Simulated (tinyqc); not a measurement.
Long runs: velocity against field: Monte Carlo simulation of one carrier in a uniform electric field. Computed by tinyqc, a small Python program. Command: `OMP_NUM_THREADS=1 python tinyqc.py 3020733 3020734 out.jsonl mcfl walk`. One thread of a shared host (Intel(R) Xeon(R) Processor @ 2.30GHz), about 3 s of CPU time with the checks.

The force e F acts along +z. Flights end at the constant total rate Gamma; the part of Gamma that the real rates do not fill is self-scattering, which leaves k unchanged. One valley, no impurities and no intervalley scattering.

Inputs (values chosen for the exercise, modelled on GaSb):
```
quantity                                              value    unit
effective mass m                                     0.0424     m_0
non-parabolicity alpha                                  1.3    1/eV
static permittivity eps_s                              15.7       -
high-frequency permittivity eps_inf                    14.4       -
density rho                                            5610  kg/m^3
sound velocity v_l                                     4170     m/s
acoustic deformation potential D_A                      8.1      eV
optical phonon energy hbar w                           30.1     meV
lattice temperature T                                   350       K
electric field F                                       0.23   kV/cm
energy E_max up to which Gamma must cover the rates       1      eV
seed of the random numbers                            84044       -
```

Crystal: polar. Band: Kane.

Constants: k_B = 1.380649e-23 J/K; e = 1.602176634e-19 C; hbar = 1.054571817e-34 J s; m_0 = 9.1093837015e-31 kg; hbar = 6.582119569e-16 eV s; eps_0 = 8.8541878128e-12 F/m; k_B = 8.617333262e-05 eV/K.

Method:
- Kane band: hbar^2 k^2/(2 m) = E (1 + alpha E), speed v = hbar k/(m (1 + 2 alpha E)), states per spin, volume and energy g(E) = m k (1 + 2 alpha E)/(2 pi^2 hbar^2); overlap factors are set to 1. Masses are multiplied by m_0 and all formulas are in SI units.
- Phonon occupation N_q = 1/(exp(hbar w/(k_B T)) - 1).
- Acoustic deformation potential (elastic, equipartition, absorption and emission together): 1/tau = 2 pi k_B T D_A^2 g(E)/(hbar rho v_l^2).
- Polar optical, unscreened: W = e^2 w (1/eps_inf - 1/eps_s) m (1 + 2 alpha E') ln|(k + k')/(k - k')| / (4 pi eps_0 hbar^2 k), times N_q for absorption (E' = E + hbar w) and N_q + 1 for emission (E' = E - hbar w > 0), with alpha = 0 for a parabolic band; mean cosine of the angle <cos> = (k^2 + k'^2)/(2 k k') - 1/ln|(k + k')/(k - k')|.
- Gamma is 1.05 times the largest total rate on the grid E = (j + 1/2) E_max/400, j = 0..399.
- On the grid E_j = (j + 1/2) hbar w/12 up to 20 k_B T + 2 hbar w, solve (sum of rates) l(E) = v(E) + W_abs <cos> l(E + hbar w) + W_em <cos> l(E - hbar w); mu_0 = e sum g v l exp(-E/k_B T)/(3 k_B T sum g exp(-E/k_B T)).
- Flight: t = -ln(r1)/Gamma; k_z grows by e F t/hbar; E follows from the band; dz = (E_end - E_start)/(e F).
- Choice: with cumulative rates in the order acoustic, absorption, emission, the process is the first whose sum exceeds r2 Gamma; if none, self-scattering.
- Final state: E' = E, E + hbar w or E - hbar w gives k'. Isotropic processes: cos(theta) = 1 - 2 r3 from the z axis, phi = 2 pi r4, k' (sin theta cos phi, sin theta sin phi, cos theta). Polar processes: cos(b) = [1 + xi - (1 + 2 xi)^r3]/xi, xi = 2 k k'/(k - k')^2, b from the old direction n; new direction cos b n + sin b (cos phi e1 + sin phi e2), e1 = (z x n)/|z x n|, e2 = n x e1.
- Each row: 250 carriers from a thermal start, 1600 flights each, the first half discarded, random numbers not printed; the error is the standard error over ten groups; the mean energy is taken at the ends of flights, which sample time evenly. Fields at which more than 0.02 % of the events exceed Gamma are left out.

Gamma = 10.0165 1e12/s

low-field mobility mu_0 = 20826.8 cm^2/(V s)

Monte Carlo results:
```
F (kV/cm)  drift velocity (1e5 m/s)  error (1e5 m/s)  mu_0 F (1e5 m/s)  mean energy (meV)  real events (%)
0.058                         0.131            0.039            0.1208               49.3             27.9
0.120                         0.261            0.035            0.2499               49.6             28.0
0.230                         0.477            0.040            0.4790               50.9             28.2
0.460                         0.904            0.026            0.9580               55.8             29.3
0.920                         1.560            0.019            1.9161               80.3             33.1
```

What follows from these numbers?

At the lowest field the drift velocity is 1.08 +/- 0.32 of the ohmic value mu_0 F, at the highest 0.81 +/- 0.01. The mean energy goes from 49 to 80 meV against the parabolic-band thermal value 3 k_B T/2 = 45 meV: the carriers heat, more of them reach the emission threshold, where they lose momentum, and the curve bends below the ohmic line. Only 28 to 33 % of the events are real; the rest is the price of a constant Gamma.

Extremes, crossings and ranges named in words are read from the listed rows.
